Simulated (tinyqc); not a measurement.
Pariser-Parr-Pople SCF with singles CI, for the molecule C=CC(=C)C(N)=CN (SMILES; centres numbered as the heavy atoms are written), step by step. One step of it, computed by the program tinyqc.

Problem. PPP integrals. Ohno: gamma = 14.399645/sqrt(R^2 + a^2), a = 2 x 14.399645/(gamma_rr + gamma_ss); H_rr = -W_r - sum_(s != r) z_s gamma_rs; H_rs = beta for bonds.

Centres (angstrom, eV; a flat drawing with bonds scaled to 1.40 angstrom):
```
centre          x          y  core charge z          W   gamma_rr
1C       2.113000   1.277000              1  11.160000  11.130000
2C       1.969000  -0.116000              1  11.160000  11.130000
3C       0.691000  -0.687000              1  11.160000  11.130000
4C       0.546000  -2.080000              1  11.160000  11.130000
5C      -0.443000   0.134000              1  11.160000  11.130000
6N      -0.299000   1.526000              2  25.600000  16.800000
7C      -1.721000  -0.438000              1  11.160000  11.130000
8N      -2.855000   0.384000              2  25.600000  16.800000
```

Resonance integrals (eV):
```
i  j       beta
1  2  -2.390000
2  3  -2.390000
3  4  -2.390000
3  5  -2.390000
5  6  -2.240000
5  7  -2.390000
7  8  -2.240000
```

Give: repulsion gamma_rs; core matrix H.

Solution.

repulsion gamma_rs (eV):
```
        1C      2C      3C      4C      5C      6N      7C      8N
1C  11.130   7.553   5.239   3.670   4.669   5.465   3.276   2.795
2C   7.553  11.130   7.555   5.238   5.239   4.826   3.670   2.904
3C   5.239   7.555  11.130   7.552   7.554   5.466   5.239   3.745
4C   3.670   5.238   7.552  11.130   5.239   3.745   4.670   3.330
5C   4.669   5.239   7.554   5.239  11.130   8.284   7.553   5.465
6N   5.465   4.826   5.466   3.745   8.284  16.800   5.465   4.918
7C   3.276   3.670   5.239   4.670   7.553   5.465  11.130   8.279
8N   2.795   2.904   3.745   3.330   5.465   4.918   8.279  16.800
```

core matrix H (eV):
```
         1C       2C       3C       4C       5C       6N       7C       8N
1C  -52.086   -2.390    0.000    0.000    0.000    0.000    0.000    0.000
2C   -2.390  -55.875   -2.390    0.000    0.000    0.000    0.000    0.000
3C    0.000   -2.390  -62.721   -2.390   -2.390    0.000    0.000    0.000
4C    0.000    0.000   -2.390  -51.680    0.000    0.000    0.000    0.000
5C    0.000    0.000   -2.390    0.000  -68.911   -2.240   -2.390    0.000
6N    0.000    0.000    0.000    0.000   -2.240  -68.687    0.000    0.000
7C    0.000    0.000    0.000    0.000   -2.390    0.000  -63.058   -2.240
8N    0.000    0.000    0.000    0.000    0.000    0.000   -2.240  -61.955
```
